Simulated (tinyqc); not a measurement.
Perpendicular magnetic tunnel junction: magnetoresistance, thermal stability and spin-torque switching: one step of the calculation.

A circular free layer treated as one macrospin with its easy axis out of plane. mu0 = 1.25663706212e-6 H/m, gyromagnetic ratio q/m0 (g = 2). Magnetic parameters are taken as given at T.

Problem. Retention of the array. A bit flips thermally at the rate exp(-Delta)/t0; the chance that any of N bits flips in ten years (3.15576e8 s) is 1 - exp[-N (time/t0) exp(-Delta)]. The Delta needed for a chance of 1e-4 follows by inversion.

Parameters, values chosen for the exercise: attempt time t0 = 1 ns; bits N = 1e6.

Delta = 60.441550

Find: mean life of one bit; expected flips in ten years; Delta needed.

Solution.

mean life of one bit = 5.6277e9 years
expected flips in ten years = 0.0017769
Delta needed = 63.319

Delta falls short of the need by 2.88.

Program tinyqc, `OMP_NUM_THREADS=1 python tinyqc.py 2450002 2450003 out.jsonl`; Intel Xeon 2.30GHz, shared host, one thread, about 0.01 s.
